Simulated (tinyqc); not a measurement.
Which input was changed? Model: precursor delivery and alloy composition in metal-organic vapour-phase epitaxy. Computed by tinyqc, a small Python program. Command: `OMP_NUM_THREADS=1 python tinyqc.py 3029613 3029614 out.jsonl movpe which`. One thread of a shared host (Intel(R) Xeon(R) Processor @ 2.30GHz), about 0.04 s of CPU time with the checks.

Carrier gas leaves each bubbler saturated. Group-III species cross a boundary layer and react at the surface; element 2 can also desorb. The film is (1)_(1-x) (2)_x V with a zinc-blende cell.

Inputs (values chosen for the exercise, close to those used for InGaAs from TMGa and TMIn):
```
quantity                                   value      unit
source 1: a in log10(p/torr) = a - b/T      8.07         -
source 1: b                                 1703         K
source 1: bath temperature                    -2         C
source 1: carrier flow                         6      sccm
source 2: a                                10.52         -
source 2: b                                 3014         K
source 2: bath temperature                    29         C
source 2: carrier flow                       140      sccm
bubbler pressure p_b                         400      torr
group-V hydride flow                          39      sccm
total flow                                   6.1       slm
reactor pressure p                            40      torr
diffusivity D0 at 273.15 K and 760 torr     0.45    cm^2/s
boundary layer delta                         1.1        cm
prefactor of the surface rate k_s          1e+14      cm/s
energy of k_s                               1.86        eV
prefactor of the loss of element 2       5.8e+15  layers/s
energy of the loss                          3.18        eV
lattice constant a                          5.75  angstrom
growth temperature T                         620         C
```

Constants: k_B = 1.380649e-23 J/K; k_B = 8.617333262e-05 eV/K.

Method:
- Temperatures in kelvin are T(C) + 273.15.
- Vapour pressure p_v = 10^(a - b/T); precursor flow = carrier flow x p_v/(p_b - p_v); 1 sccm = 44.615 micromol/min; V/III = hydride flow over the sum of both; gas share x_g = F2/(F1 + F2).
- Partial pressure p_i = p F_i/(44615 x total flow in slm); density n_i = p_i/(k_B T), 1 torr = 133.322 Pa; D = D0 (T/273.15)^1.75 (760/p), h = D/delta, the same for both; k_s = prefactor x exp(-energy/(k_B T)); arrival J_i = n_i/(1/h + 1/k_s); in layers per second g_i = J_i a^2/2 (two group-III sites per a^2 on (001)).
- Loss of element 2 is r x with r = prefactor x exp(-energy/(k_B T)). Then x = (g2 - r x)/(g1 + g2 - r x), or r x^2 - (g1 + g2 + r) x + g2 = 0, smaller root; growth rate G = g1/(1 - x) layers/s; one layer is a/2 thick, 1 angstrom/s = 0.36 um/h.
- Distribution coefficient = [x/(1 - x)]/[x_g/(1 - x_g)], x_g = g2/(g1 + g2).

Question. One of these inputs alone was changed, within the range given: bubbler pressure p_b (200 to 800); reactor pressure p (20 to 80); prefactor of the surface rate k_s (5e+13 to 2e+14); source 2: bath temperature (14.5 to 45). Which one, and to what value?

Results:
```
run     V/III ratio  solid share x  distribution coefficient
before     16.74198      0.5313426                 0.9996013
after      13.70874      0.6162560                 0.9996735
```

Answer.

Each candidate set to reproduce V/III ratio, and what it then gives:
```
candidate                                 range searched  value needed  solid share x  distribution coefficient
bubbler pressure p_b (torr)                   200 to 800         333.6        0.52261                   0.99967
reactor pressure p (torr)                       20 to 80     no effect              -                         -
prefactor of the surface rate k_s (cm/s)  5e+13 to 2e+14     no effect              -                         -
source 2: bath temperature (C)                14.5 to 45         33.60        0.61626                   0.99967
```

Only source 2: bath temperature fits every result: it went from 29 to 33.6 C. The next best candidate, bubbler pressure p_b, misses one result by 15 %.

Caution: rates above some 15 um/h are beyond usual practice, and precursor depletion would cap them. Caution: the lattice constant is held fixed as x changes, delta does not respond to the flow, both precursors share one D and k_s, and gas-phase side reactions are left out.
